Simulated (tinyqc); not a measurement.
Pair-potential crystal by lattice sums: one step, computed by the program tinyqc. Command: `OMP_NUM_THREADS=1 python tinyqc.py 3013731 3013732 out.jsonl pairsum walk`. One thread of a shared host (Intel(R) Xeon(R) Processor @ 2.30GHz), about 0.01 s of CPU time with the checks.

Energy per atom E = (1/2) sum over neighbours of phi(r); d is the nearest-neighbour distance.

Task: Energy and virial pressure. E = (1/2) sum count x phi; P = -(1/(6 Omega)) sum count x r phi', Omega = 0.707107 d^3.

Inputs (values chosen for the exercise, for model atoms): pair minimum r0 = 2.73 angstrom; trial neighbour distance d/r0 = 1.01.

Potential: Morse. Structure: fcc.

Shells:
```
shell  count  r (angstrom)    phi (eV)  phi' (eV/angstrom)  phi'' (eV/angstrom^2)
1         12      2.757300  -0.1808060          0.02551133               1.215178
2          6      3.899411  -0.0287745          0.06976743              -0.127200
3         24      4.775784  -0.0010269          0.00745901              -0.031820
```

Constants: 1 eV/angstrom^3 = 160.2176634 GPa.

Give: energy at the trial distance; pressure at the trial distance.

Result:

energy at the trial distance = -1.1835 eV/atom

pressure at the trial distance = -6.0013 GPa

The pressure is negative, so the lattice wants to contract.
